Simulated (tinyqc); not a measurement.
Non-radiative capture by multiphonon emission, one effective mode: one step, computed by the program tinyqc.

The initial state (free carrier plus empty centre) lies dE above the final state; both have the same frequency and are displaced by dQ.

Task: Scaled coefficient, cross-section and lifetime. Sommerfeld factor of a repulsive centre: s(k) = 2 pi nu/(exp(2 pi nu) - 1), nu = sqrt(Ry*/E), Ry* = Ry m/eps^2, averaged over (2/sqrt(pi)) sqrt(x) exp(-x) dx with x = E/k_B T = t^2 (trapezoid, t to 6 in steps of 0.01). C = s C_0; v = sqrt(3 k_B T/m); sigma = C/v; tau = 1/(C N_t).

Inputs (values chosen for the exercise, with mass, screening and phonons like those of 4H-SiC):

| quantity | value | unit |
|---|---|---|
| carrier mass m | 0.403 | m_0 |
| dielectric constant eps | 9.82 | - |
| temperature T | 77 | K |
| defect density N_t | 9e+14 | cm^-3 |

Centre: repulsive.

C_0 = 3.655364e-08 cm^3/s

Constants: Ry = 13.605693123 eV; k_B = 8.617333262e-05 eV/K; k_B = 1.380649e-23 J/K; m_0 = 9.1093837015e-31 kg.

Give: Sommerfeld factor s; capture coefficient C; thermal velocity v; cross-section sigma; capture time.

Result:

Sommerfeld factor s = 1.753e-04

capture coefficient C = 6.409e-12 cm^3/s

thermal velocity v = 9.321e+06 cm/s

cross-section sigma = 6.876e-19 cm^2

capture time = 1.734e-04 s
